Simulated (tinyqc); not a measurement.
Inside a calculation: deep level with several charge states, and Shockley-Read-Hall recombination. Values are carried at full precision from step to step, so a last printed digit may differ when a step is redone from the rounded ones.

Energies from Ev. The defect has charge states 0, -1, -2 with weights 1, gm exp((EF - E1)/kT), exp((2 EF - E1 - E2)/kT); the shares are the weights over their sum. Boltzmann carriers: n = Nc exp((EF - Eg)/kT), p = Nv exp(-EF/kT). Neutrality: p - n + Nd + Nt <q> = 0.

Constants: kB = 8.617333262e-05 eV/K.

Inputs chosen for the exercise (gap and densities of states near those of InP at this temperature; not measured data):
- Eg = 1.344 eV (gap)
- Nc = 7.07e+17 1/cm^3 (conduction-band density of states)
- Nv = 1.61e+19 1/cm^3 (valence-band density of states)
- T = 350 K
- E1 = 0.669 eV (level (0/-1) above Ev)
- E2 = 0.799 eV (level (-1/-2) above Ev)
- gm = 1 (degeneracy of the middle state, the others 1)
- Nt = 5.1e+13 1/cm^3 (defects)
- Nd = -2.7e+13 1/cm^3 (ionised shallow donors minus acceptors)
- E_try = 0.804 eV (trial Fermi level)
- Et = 0.669 eV (recombination level above Ev)
- sn = 5.2e-15 cm^2 (electron capture cross-section)
- sp_ = 3.5e-16 cm^2 (hole capture cross-section)
- vth = 20000000 cm/s (thermal velocity, both carriers)
- Nm = 5e+15 1/cm^3 (equilibrium holes for the lifetime steps)
- dn = 1.3e+16 1/cm^3 (excess pairs)

## Charge states at a trial Fermi level

Form the exponents, the shares, the mean charge and the residual of neutrality at EF = E_try.

exponents of the second and third weights: 4.476  4.642

shares: 0 0.0052, -1 0.4563, -2 0.5385

<q> = -1.5333

n, p (1/cm^3): 1.19e+10  4.26e+07

residual = -1.05e+14 1/cm^3

The residual is negative, so EF must fall.

## The neutral state

Solve for EF.

EF = 0.4011 eV

shares at EF: 0 1.000, -1 0.000, -2 0.000

n = 1.87e+04 1/cm^3
p = 2.70e+13 1/cm^3

Without the defects the majority density would be 2.70e+13 1/cm^3; with them the density of these carriers is 2.70e+13, nearly the same. Most defects are in the state 0.

## Recombination through one level

One level at Et with degeneracy 1: tn = 1/(sn vth Nt), tp = 1/(sp_ vth Nt), n1 = Nc exp((Et - Eg)/kT), p1 = Nv exp(-Et/kT), ni^2 = n1 p1. Equilibrium p0 = Nm, n0 = ni^2/Nm; n = n0 + dn, p = p0 + dn. U = (n p - ni^2)/(tp (n + n1) + tn (p + p1)), lifetime dn/U; emission rates en = sn vth n1, ep = sp_ vth p1.

Evaluate each quantity.

tn, tp (microsecond): 0.1885  2.801

n1, p1 (1/cm^3): 1.35e+08  3.75e+09

U = 5.88e+21 1/(cm^3 s)
lifetime = 2.21 microsecond

The lifetime is 11.730 times the minority capture time tn and 0.74 times tn + tp, the limit of high injection.

## Emission and generation in a depleted region

With n = p = 0 the level generates pairs at G = Nt en ep/(en + ep); generation lifetime tg = ni/G; current density e G W for a width W = 1 micrometre, e = 1.602176634e-19 C.

en, ep (1/s): 14.0  26.2

G = 4.66e+14 1/(cm^3 s)
tg = 1.53 microsecond
current density = 7.47e-09 A/cm^2

The two emission rates are comparable (en/ep = 0.535), which is near the largest generation.

## Checks

- U against hole capture minus emission at the steady occupation of the level (1/(cm^3 s)): both 5.878e+21.

(tinyqc, `OMP_NUM_THREADS=1 python tinyqc.py 1650992 1650993 out.jsonl`, Intel(R) Xeon(R) Processor @ 2.30GHz, 1 thread, shared host, about 0.01 s.)
